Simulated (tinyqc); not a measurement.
Inside a calculation: virtual-crystal alloy A(1-x)B(x) in sp3s* tight binding. Values are carried at full precision from step to step, so a last printed digit may differ when a step is redone from the rounded ones.

Virtual crystal: a(x) = (1 - x) aA + x aB (Vegard); the six levels are averaged linearly; the seven couplings follow Harrison's rule, V(x) a(x)^2 = (1 - x) V_A aA^2 + x V_B aB^2. No spin-orbit coupling and no disorder. Gaps are measured from the top of the valence band at Gamma; the Delta value is the minimum on (kx,0,0) for kx from 0.5 to 1.

Inputs chosen for the exercise (A near a published set for Si, B for Ge; such sets place X and L only to about 0.5 eV; shifted at random, so the results belong to these values and not to a real crystal):
```
symbol  value                                                                                           unit      meaning
aA      5.427                                                                                           angstrom  lattice constant of A
aB      5.658                                                                                           angstrom  of B
pA      (-4.186, 1.712, -4.186, 1.712, 6.701, 6.701, -8.331, 1.716, 4.587, 5.744, 5.744, 5.385, 5.385)  eV        order Esa, Epa, Esc, Epc, Exa, Exc, Vss, Vxx, Vxy, Vsapc, Vscpa, Vxapc, Vpaxc
pB      (-5.897, 1.614, -5.897, 1.614, 6.388, 6.388, -6.765, 1.61, 4.882, 5.481, 5.481, 5.237, 5.237)   eV        the same for B
x       0.57                                                                                                      fraction of B
```

## Parameters of the alloy

Form a(x) and the thirteen parameters.

a(x) = 5.5587 angstrom

parameters (eV): Esa -5.1613, Epa 1.6561, Esc -5.1613, Epc 1.6561, Exa 6.5226, Exc 6.5226, Vss -7.4097, Vxx 1.6541, Vxy 4.7632, Vsapc 5.5911, Vscpa 5.5911, Vxapc 5.2999, Vpaxc 5.2999

Against a plain linear average the 1/a^2 rule changes Vss by +28.7 meV and Vxy by +8.0 meV.

## Levels at Gamma

The parameters stand in the order Esa, Epa, Esc, Epc, Exa, Exc, Vss, Vxx, Vxy, Vsapc, Vscpa, Vxapc, Vpaxc. At k = 0 the s levels are the roots of [[Esa, Vss], [Vss, Esc]] and the p levels those of [[Epa, Vxx], [Vxx, Epc]]; the direct gap runs from the lower p root to the lower of the two upper roots.

s roots (eV): -12.5710  2.2485

p roots (eV): 0.0020  3.3103

direct gap = 2.2464 eV

The lowest empty level at Gamma is s-like.

## The Hamiltonian at L

sp3s* tight binding, nearest neighbours only: anion (a) at 0, cation (c) at a/4 (1,1,1), orbitals s, px, py, pz, s* on each; k in units of 2 pi/a. With phases e_j = exp(i (pi/2) k.n_j) for n = (1,1,1), (1,-1,-1), (-1,1,-1), (-1,-1,1): g0 = (e1+e2+e3+e4)/4, g1 = (e1+e2-e3-e4)/4, g2 = (e1-e2+e3-e4)/4, g3 = (e1-e2-e3+e4)/4. The diagonal holds the levels Esa, Epa, Exa (s*) and Esc, Epc, Exc. Anion-cation block: <sa|sc> = Vss g0; <sa|xc> = Vsapc g1; <xa|sc> = -Vscpa g1; <xa|xc> = Vxx g0; <xa|yc> = <ya|xc> = Vxy g3, <xa|zc> = <za|xc> = Vxy g2, <ya|zc> = <za|yc> = Vxy g1; <s*a|xc> = Vxapc g1; <xa|s*c> = -Vpaxc g1; y and z take g2 and g3 in place of g1; s-s* and s*-s* vanish.

k = (1/2,1/2,1/2); parameters in the order Esa, Epa, Esc, Epc, Exa, Exc, Vss, Vxx, Vxy, Vsapc, Vscpa, Vxapc, Vpaxc.

g0, g1, g2, g3: 0.3536-0.3536i  -0.3536+0.3536i  -0.3536+0.3536i  -0.3536+0.3536i

H (eV), lower triangle (Hermitian):
```
                  sa               xa               ya               za              s*a       sc
sa           -5.1613
xa                 0           1.6561
ya                 0                0           1.6561
za                 0                0                0           1.6561
s*a                0                0                0                0           6.5226
sc   -2.6197-2.6197i   1.9768+1.9768i   1.9768+1.9768i   1.9768+1.9768i                0  -5.1613
xc   -1.9768-1.9768i   0.5848+0.5848i  -1.6840-1.6840i  -1.6840-1.6840i  -1.8738-1.8738i        0
yc   -1.9768-1.9768i  -1.6840-1.6840i   0.5848+0.5848i  -1.6840-1.6840i  -1.8738-1.8738i        0
zc   -1.9768-1.9768i  -1.6840-1.6840i  -1.6840-1.6840i   0.5848+0.5848i  -1.8738-1.8738i        0
s*c                0   1.8738+1.8738i   1.8738+1.8738i   1.8738+1.8738i                0        0

         xc      yc      zc     s*c
xc   1.6561
yc        0  1.6561
zc        0       0  1.6561
s*c       0       0       0  6.5226
```

## Levels at L

Diagonalise H; four bands are filled. The top of the valence band is the lower p root at Gamma.

levels (eV): -10.4502  -7.5930  -1.5525  -1.5525  1.4903  2.4668  4.8648  4.8648  8.8889  11.2320

gap from the valence top to L = 1.4883 eV

## The three valleys

The same at Gamma, along Delta and at L.

gaps (eV): Gamma 2.2464, Delta 0.9542, L 1.4883

position of the Delta minimum = 0.772 2 pi/a

In this model the alloy is indirect, with its lowest valley at the Delta line and the next 534 meV above. The bowing from disorder and bond relaxation, left out here, lowers real gaps, by tenths of an eV in badly matched pairs.

## Checks

- Direct gap from the blocks against the full matrix: both 2.24644.

Program tinyqc; command `OMP_NUM_THREADS=1 python tinyqc.py 1452006 1452007 out.jsonl`; about 0.06 s on one thread of a shared Intel(R) Xeon(R) Processor @ 2.30GHz.
